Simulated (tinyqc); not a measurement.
Oxide trap near a transistor channel: two-state multiphonon kinetics, telegraph noise and bias instability: one step, computed by the program tinyqc.

An n-channel device under positive gate bias. The trap is empty (state 1) or holds an electron (state 2); both states are parabolas of equal curvature, and the electron reservoir is taken at the Fermi level of the channel.

Task: Many traps: shift under stress. For a normal spread of capture barriers (given for the stress field, with depth and field not resolved, k_0 being taken as the effective rate of the ensemble), traps with barrier below k_B T ln(k_0 t) are filled: dV(t) = (dV_max/2) erfc((mu_c - k_B T ln(k_0 t))/(sqrt(2) s_c)); local exponent n = d ln dV/d ln t (central difference, factor 1.01 in t).

Inputs (values chosen for the exercise, with an insulator like SiO2 on silicon): attempt rate k_0 at the interface = 2e+12 1/s; temperature T = 350 K; stress time t_s = 300 s; mean capture barrier mu_c = 1 eV; spread of the barriers s_c = 0.29 eV; saturation shift dV_max = 36 mV.

Parts treated: one trap and an ensemble.

Constants: k_B = 8.617333262e-05 eV/K.

Give: filling front k_B T ln(k_0 t_s); shift after t_s; local time exponent n.

Result:

filling front k_B T ln(k_0 t_s) = 1.026 eV

shift after t_s = 19.30 mV

local time exponent n = 0.07707
